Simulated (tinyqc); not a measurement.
# Slope factor and drain-induced lowering from three currents

Question. With source and body at 0 V, I = A exp((Vg + dd Vd)/(nf Vt)) (1 - exp(-Vd/Vt)). Find nf, the swing nf Vt ln 10 and dd.

Inputs (values chosen for the exercise):
- T = 330 K (temperature)

Constants: q = 1.602176634e-19 C, kB = 1.380649e-23 J/K, Vt = kB T/q. Results are converted to the units shown.

currents at (Vg, Vd) = (0, 0.05), (0, 1.2) and (0.11, 1.2) V (nA/um): 0.039050166  10.843429  279.81385

Answer. The pair at equal Vd gives nf; the pair at equal Vg, after dividing out the factors 1 - exp(-Vd/Vt), gives dd.

nf = 1.19
swing = 77.9 mV/decade
dd = 0.160

Computed by the program tinyqc: `OMP_NUM_THREADS=1 python tinyqc.py 2242263 2242264 out.jsonl`, one thread of a shared Intel Xeon 2.30GHz, about 0.03 s for the whole run.
